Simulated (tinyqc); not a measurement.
Band bending at a free surface with a continuum of surface states, surface photovoltage and Kelvin probe: one step of the calculation.

n-type bulk, xi = Ec - EF = Vt ln(Nc/Nd), p0 = ni^2/Nd, ni = sqrt(Nc Nv) exp(-Eg/(2 Vt)), Eg in volts. b is the upward band bending, u = b/Vt. Space charge per area, in units of q: Qc = sign(b) sqrt((2 eps0 eps_r Vt/q) [(Nd + dn)(exp(-u) - 1) + Nd u + (p0 + dn)(exp(u) - 1)]), with dn the excess density under light (flat quasi-Fermi levels; 0 in the dark). The states hold -Ds (E0 - xi - b): negative while the Fermi level lies above the neutrality level. Neutrality: Qc + Qf + (charge of the states) = 0.

Problem. Work function and Kelvin-probe reading. Work function chi + xi + b; contact potential difference CPD = (work function of the sample) - pt. Depth of EF below Ec at the surface: xi + b. Depletion width Qc/Nd.

Parameters, values chosen for the exercise; band and dielectric values close to those of silicon: temperature T = 300 K; band gap Eg = 1.11 eV; relative permittivity eps_r = 11.8; conduction-band density of states at T Nc = 2.83e19 cm^-3; valence-band density of states at T Nv = 2.6e19 cm^-3; electron affinity chi = 4.05 eV; donor density Nd = 4.2e16 cm^-3; work function of the probe tip pt = 4.92 eV; depth of their neutrality level below the conduction edge E0 = 0.36 eV.

Constants: q = 1.602176634e-19 C, kB = 1.380649e-23 J/K, Vt = kB T/q, eps0 = 8.8541878128e-14 F/cm where lengths are in cm. Results are converted to the units shown.

converged b = 0.13025853 V

Wanted: xi + b; Qc; Qc/Nd; work function; CPD.

Solution.

xi + b = 0.2986 eV
Qc = 2.393e11 cm^-2
Qc/Nd = 56.99 nm
work function = 4.349 eV
CPD = -571.4 mV

The Fermi level lies 61.4 meV above the neutrality level.

Computed by the program tinyqc: `OMP_NUM_THREADS=1 python tinyqc.py 2430057 2430058 out.jsonl`, one thread of a shared Intel Xeon 2.30GHz, about 0.01 s for the whole run.
